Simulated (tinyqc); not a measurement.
# Frequency dispersion of an accumulation capacitance by border traps, distributed model: what changes with what

Traps spread evenly through the insulator exchange electrons with the semiconductor by tunnelling, with tau(x) = t0 exp(2 ka x) at depth x from the interface. The admittance per area Y seen at depth x obeys dY/dx = -Y^2/(i w eps0 eox) + q Nb ln(1 + i w tau)/tau, with Y(0) = i w Cs and w = 2 pi f; the gate sees Y(tox) = G + i w C. Working variable y = Y/(i w), in uF/cm^2. Cox = eps0 eox/tox.

Parameters, values chosen for the exercise; permittivity close to that of silicon dioxide:
- eox = 3.77 (relative permittivity of the insulator)
- tox = 6.7 nm (insulator thickness)
- Cs = 0.94 uF/cm^2 (semiconductor capacitance in accumulation)
- Nb = 1.2e20 cm^-3 eV^-1 (density of border traps)
- ka = 5.5 1/nm (decay constant of the wave function in the insulator)
- t0 = 2e-11 s (time constant of a trap at the interface)
- f = 1e5 Hz (frequency)

Constants: q = 1.602176634e-19 C, eps0 = 8.8541878128e-14 F/cm where lengths are in cm. Results are converted to the units shown.

Each table varies one quantity; the others keep the values above.

## Capacitance and loss against frequency

Cox; trap-free value 1/(1/Cox + 1/Cs); response depth d = ln(1/(w t0))/(2 ka), where w tau = 1; lumped estimate: all traps within d act as C_bt = q Nb d placed at d/2, so C = 1/{1/[1/(1/Cs + d/(2 eps0 eox)) + C_bt] + (tox - d/2)/(eps0 eox)}. C and G from a fine integration; dispersion -d C/d log10 f over C, from f times and over 1.1. For a broad spread of time constants G/w is close to -(pi/2) dC/d ln w.

The same in every row: trap-free C (uF/cm^2) = 0.3256.

Result of one run:

| f (Hz) | d (nm) | C (uF/cm^2) | G/w (uF/cm^2) | dispersion (% a decade) | -(pi/2) dC/d ln w (uF/cm^2) | lumped C (uF/cm^2) |
|---|---|---|---|---|---|---|
| 1e6 | 0.8165 | 0.4500 | 0.01364 | 4.413 | 0.01355 | 0.4349 |

What becomes of these results when the frequency f is changed from 1e6 to 1e7 Hz, all else the same?

Result of the changed run:

| f (Hz) | d (nm) | C (uF/cm^2) | G/w (uF/cm^2) | dispersion (% a decade) | -(pi/2) dC/d ln w (uF/cm^2) | lumped C (uF/cm^2) |
|---|---|---|---|---|---|---|
| 1e7 | 0.6072 | 0.4294 | 0.01474 | 4.985 | 0.01460 | 0.4153 |

The whole series:

| f (Hz) | d (nm) | C (uF/cm^2) | G/w (uF/cm^2) | dispersion (% a decade) | -(pi/2) dC/d ln w (uF/cm^2) | lumped C (uF/cm^2) |
|---|---|---|---|---|---|---|
| 10 | 1.863 | 0.5470 | 0.01404 | 3.756 | 0.01402 | 0.5104 |
| 100 | 1.654 | 0.5269 | 0.01349 | 3.744 | 0.01346 | 0.4967 |
| 1000 | 1.445 | 0.5074 | 0.01312 | 3.779 | 0.01308 | 0.4827 |
| 10000 | 1.235 | 0.4884 | 0.01297 | 3.880 | 0.01293 | 0.4679 |
| 1e5 | 1.026 | 0.4694 | 0.01311 | 4.075 | 0.01305 | 0.4522 |
| 1e6 | 0.8165 | 0.4500 | 0.01364 | 4.413 | 0.01355 | 0.4349 |
| 1e7 | 0.6072 | 0.4294 | 0.01474 | 4.985 | 0.01460 | 0.4153 |

C falls from 0.5470 to 0.4294 uF/cm^2, towards the trap-free 0.3256; each decade of frequency removes ln 10/(2 ka) = 0.209 nm from the response depth. The dispersion goes from 3.76 through a minimum of 3.74 (at f = 100 Hz among the rows listed) to 4.99 % a decade and G/w goes from 0.0140 through a minimum of 0.0130 (at f = 10000 Hz among the rows listed) to 0.0147 uF/cm^2. G/w lies between 1.00 and 1.01 times -(pi/2) dC/d ln w, the relation for a broad spread of time constants.

## Effect of the semiconductor capacitance in accumulation

Same model as above.

The same in every row: d (nm) = 1.026.

Results:

| Cs (uF/cm^2) | C (uF/cm^2) | G/w (uF/cm^2) | dispersion (% a decade) | -(pi/2) dC/d ln w (uF/cm^2) | lumped C (uF/cm^2) | trap-free C (uF/cm^2) |
|---|---|---|---|---|---|---|
| 0.2 | 0.4543 | 0.01636 | 5.229 | 0.01621 | 0.4319 | 0.1427 |
| 0.39 | 0.4591 | 0.01530 | 4.846 | 0.01518 | 0.4384 | 0.2188 |
| 0.75 | 0.4663 | 0.01375 | 4.298 | 0.01367 | 0.4481 | 0.2994 |
| 1.4 | 0.4755 | 0.01190 | 3.657 | 0.01186 | 0.4601 | 0.3675 |
| 2.8 | 0.4870 | 0.009792 | 2.946 | 0.009786 | 0.4744 | 0.4230 |
| 10 | 0.5038 | 0.007086 | 2.064 | 0.007093 | 0.4944 | 0.4746 |
| 20 | 0.5089 | 0.006352 | 1.831 | 0.006357 | 0.5003 | 0.4861 |

Estimate the missing row, Cs = 5.4 uF/cm^2.

Computed row:

| Cs (uF/cm^2) | C (uF/cm^2) | G/w (uF/cm^2) | dispersion (% a decade) | -(pi/2) dC/d ln w (uF/cm^2) | lumped C (uF/cm^2) | trap-free C (uF/cm^2) |
|---|---|---|---|---|---|---|
| 5.4 | 0.4968 | 0.008155 | 2.408 | 0.008160 | 0.4862 | 0.4561 |

With this row back in the table: As Cs goes from 0.2 to 20, C rises from 0.454 to 0.509 uF/cm^2, the dispersion falls from 5.23 to 1.83 % a decade and G/w falls from 0.0164 to 0.00635 uF/cm^2. The lumped estimate is 4.9 % below C in the first row and 1.7 % below it in the last. The same traps disperse C more when Cs is small, since they then add to the weaker series term.

Computed by the program tinyqc: `OMP_NUM_THREADS=1 python tinyqc.py 2202124 2202125 out.jsonl`, one thread of a shared Intel Xeon 2.30GHz, about 0.6 s for the whole run.
